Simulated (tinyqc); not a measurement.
Fully depleted semiconductor-on-insulator film with two gates, non-linear Poisson equation by Newton steps: charge against front-gate voltage.

One dimension across the film, front interface at x = 0, back interface at x = ts. psi is counted from the intrinsic level, n = ni exp(psi/Vt) (source grounded), holes neglected, acceptors ionised. Gates act through Cox = eps0 eox/tox and Cbox = 3.9 eps0/tb with potentials G1 = Vg - (phiM - chi - Vt ln(Nc/ni)) and G2 = Vb - (phiB - chi - Vt ln(Nc/ni)). Classical Boltzmann densities, no interface charge, no depletion in the back plane.

ni = sqrt(Nc Nv) exp(-Eg/(2 Vt)), Eg in volts. The Poisson equation eps0 eps_r d2psi/dx2 = q (n + Na), with -eps0 eps_r dpsi/dx = Cox (G1 - psi) at x = 0 and eps0 eps_r dpsi/dx = Cbox (G2 - psi) at x = ts, is solved on 300 equal intervals with half boxes at both ends; N_inv is the trapezoid sum of n. Swing = ln 10/(d ln N_inv/dVg); the last column is (dN_inv/dVb)/(dN_inv/dVg).

Inputs (values chosen for the exercise); band and dielectric values close to those of silicon:
```
symbol    value   unit                                                                 meaning
T           250      K                                                             temperature
Eg         1.12     eV                                                                band gap
eps_r      11.5                                                          relative permittivity
Nc      2.14e19  cm^-3                                  conduction-band density of states at T
Nv      2.04e19  cm^-3                                     valence-band density of states at T
chi        3.99     eV                                                       electron affinity
eox         7.5         relative permittivity of the gate insulator (close to silicon nitride)
tox         4.8     nm                                                     insulator thickness
ts           10     nm                                                          film thickness
tb           12     nm                                      buried-oxide thickness (eps_r 3.9)
Na         1e15  cm^-3                                            acceptor density of the film
phiM       4.17     eV                                         work function of the front gate
phiB       5.04     eV                                         work function of the back plane
Vb            0      V                                                       back-gate voltage
```

Constants: q = 1.602176634e-19 C, kB = 1.380649e-23 J/K, Vt = kB T/q, eps0 = 8.8541878128e-14 F/cm where lengths are in cm. Results are converted to the units shown.

Result of one run:

| Vg (V) | psi front (V) | psi back (V) | N_inv (cm^-2) | centroid/ts | swing (mV/decade) | q dN_inv/dVg over Cox | back/front leverage |
|---|---|---|---|---|---|---|---|
| 0.79 | 0.590 | 0.325 | 3.55e12 | 0.0612 | 1.03e3 | 0.921 | 0.177 |

What becomes of these results when the front-gate voltage Vg is changed from 0.79 to 0.34 V, all else the same?

Result of the changed run:

| Vg (V) | psi front (V) | psi back (V) | N_inv (cm^-2) | centroid/ts | swing (mV/decade) | q dN_inv/dVg over Cox | back/front leverage |
|---|---|---|---|---|---|---|---|
| 0.34 | 0.522 | 0.295 | 3.07e11 | 0.0921 | 145 | 0.566 | 0.186 |

The whole series:

| Vg (V) | psi front (V) | psi back (V) | N_inv (cm^-2) | centroid/ts | swing (mV/decade) | q dN_inv/dVg over Cox | back/front leverage |
|---|---|---|---|---|---|---|---|
| -0.11 | 0.164 | 0.0202 | 3.30e4 | 0.148 | 59.6 | 1.48e-7 | 0.201 |
| 0.04 | 0.293 | 0.121 | 1.10e7 | 0.124 | 59.3 | 4.96e-5 | 0.195 |
| 0.19 | 0.422 | 0.221 | 3.72e9 | 0.107 | 60.1 | 0.0165 | 0.190 |
| 0.34 | 0.522 | 0.295 | 3.07e11 | 0.0921 | 145 | 0.566 | 0.186 |
| 0.49 | 0.558 | 0.315 | 1.25e12 | 0.0786 | 405 | 0.825 | 0.182 |
| 0.64 | 0.577 | 0.322 | 2.37e12 | 0.0687 | 709 | 0.892 | 0.179 |
| 0.79 | 0.590 | 0.325 | 3.55e12 | 0.0612 | 1.03e3 | 0.921 | 0.177 |
| 0.94 | 0.600 | 0.328 | 4.75e12 | 0.0554 | 1.35e3 | 0.938 | 0.176 |
| 1.09 | 0.608 | 0.329 | 5.98e12 | 0.0507 | 1.68e3 | 0.949 | 0.175 |

N_inv passes 1e11 cm^-2 at Vg = 0.286 V. The swing starts at 59.6 mV a decade, against (1 + k) Vt ln 10 = 57.6 for a front channel with k = Cs Cbox/(Cox (Cs + Cbox)) = 0.162, Cs = eps0 eps_r/ts; above threshold this column is no longer a subthreshold swing. The centroid falls from 0.148 to 0.0507 of ts and the leverage of the back gate falls from 0.201 to 0.175. For Vg = 0.49, 0.64, 0.79, 0.94, 1.09 the density at an interface exceeds 0.3 Nc, where Boltzmann statistics fail. In every row the classical centroid lies within 3 nm of an interface, where confinement, left out, would push it away.

Program tinyqc, `OMP_NUM_THREADS=1 python tinyqc.py 2190048 2190049 out.jsonl`; Intel Xeon 2.30GHz, shared host, one thread, about 0.4 s.
